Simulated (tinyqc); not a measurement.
Raising U: Hubbard chain of 2 sites, mean field against exact. Computed by the program tinyqc. Collinear unrestricted mean field (the lowest of 40 random starts) against exact diagonalisation.

one-body matrix (hopping and site energies) (eV):
```
         1        2
1  -0.4900  -1.1700
2  -1.1700  -0.1100
```

electrons, up and down: 1  1

Exact and mean-field results (eV):
```
U          U/t   E exact  E mean field  mean |n_up - n_down|  double occupancy, exact  first gap in the sector
0.580    0.496  -2.69175      -2.67464                 0.000                    0.225                    2.092
1.170    1.000  -2.44527      -2.37553                 0.000                    0.194                    1.845
2.340    2.000  -2.05677      -1.78541              2.01e-05                    0.141                    1.457
3.510    3.000  -1.77619      -1.38636                 0.740                    0.101                    1.176
4.680    4.000  -1.57301      -1.18810                 0.864                    0.074                    0.973
7.020    6.000  -1.31007      -0.99103                 0.942                    0.042                    0.710
14.040  12.000  -0.97999      -0.79514                 0.986                    0.013                    0.380
23.400  20.000  -0.83177      -0.71703                 0.995                 4.86e-03                    0.232
```

Estimate the missing row, U = 9.36.

Computed row:
```
U        U/t   E exact  E mean field  mean |n_up - n_down|  double occupancy, exact  first gap in the sector
9.360  8.000  -1.15317      -0.89295                 0.968                    0.026                    0.553
```

In absolute terms mean field is worst at U/t = 3.0, 0.390 eV too high: at small U it is nearly exact, and at large U it misses only exchange-scale energies. Its local moments set in at U/t = 3.0 of those listed, a broken symmetry that the exact state of a finite cluster with equal spins does not have. Relative to the exact energy its error is 0.6 % at the smallest U, 24 % at most and 14 % at the largest. The double occupancy falls from 0.225 to 0.005.
